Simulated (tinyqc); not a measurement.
Frequency dispersion of an accumulation capacitance by border traps, distributed model: two steps of the calculation.

Traps spread evenly through the insulator exchange electrons with the semiconductor by tunnelling, with tau(x) = t0 exp(2 ka x) at depth x from the interface. The admittance per area Y seen at depth x obeys dY/dx = -Y^2/(i w eps0 eox) + q Nb ln(1 + i w tau)/tau, with Y(0) = i w Cs and w = 2 pi f; the gate sees Y(tox) = G + i w C. Working variable y = Y/(i w), in uF/cm^2. Cox = eps0 eox/tox.

Parameters, values chosen for the exercise; permittivity close to that of aluminium oxide:
- eox = 8.26 (relative permittivity of the insulator)
- tox = 10 nm (insulator thickness)
- Cs = 4.5 uF/cm^2 (semiconductor capacitance in accumulation)
- Nb = 1.2e19 cm^-3 eV^-1 (density of border traps)
- ka = 3.3 1/nm (decay constant of the wave function in the insulator)
- t0 = 4e-11 s (time constant of a trap at the interface)
- f = 10000 Hz (frequency)
- xe = 2.7 nm (depth down to which the steps are taken)

Constants: q = 1.602176634e-19 C, eps0 = 8.8541878128e-14 F/cm where lengths are in cm. Results are converted to the units shown.

Task 1. Scales and lumped estimate. Cox; trap-free value 1/(1/Cox + 1/Cs); response depth d = ln(1/(w t0))/(2 ka), where w tau = 1; lumped estimate: all traps within d act as C_bt = q Nb d placed at d/2, so C = 1/{1/[1/(1/Cs + d/(2 eps0 eox)) + C_bt] + (tox - d/2)/(eps0 eox)}.

Wanted: Cox; trap-free C; d; C_bt; lumped C.

Result 1.

Cox = 0.73136 uF/cm^2
trap-free C = 0.62911 uF/cm^2
d = 1.9536 nm
C_bt = 0.37561 uF/cm^2
lumped C = 0.64616 uF/cm^2

The traps within reach amount to 0.0835 Cs and lie in the first 19.5 % of the insulator.

Task 2. Capacitance and conductance at the gate. Beyond xe the traps are ignored, so 1/y(tox) = 1/y(xe) + (tox - xe)/(eps0 eox); C = Re y, G/w = -Im y, loss tangent G/(w C).

y at xe = 1.8607377-0.0318715i uF/cm^2

Wanted: y at the gate; C; G/w; loss tangent.

Result 2.

y at the gate = 0.65127-0.00390i uF/cm^2
C = 0.65127 uF/cm^2
G/w = 0.0039034 uF/cm^2
loss tangent = 0.0059935

Program tinyqc, `OMP_NUM_THREADS=1 python tinyqc.py 2202054 2202055 out.jsonl`; Intel Xeon 2.30GHz, shared host, one thread, about 0.6 s.
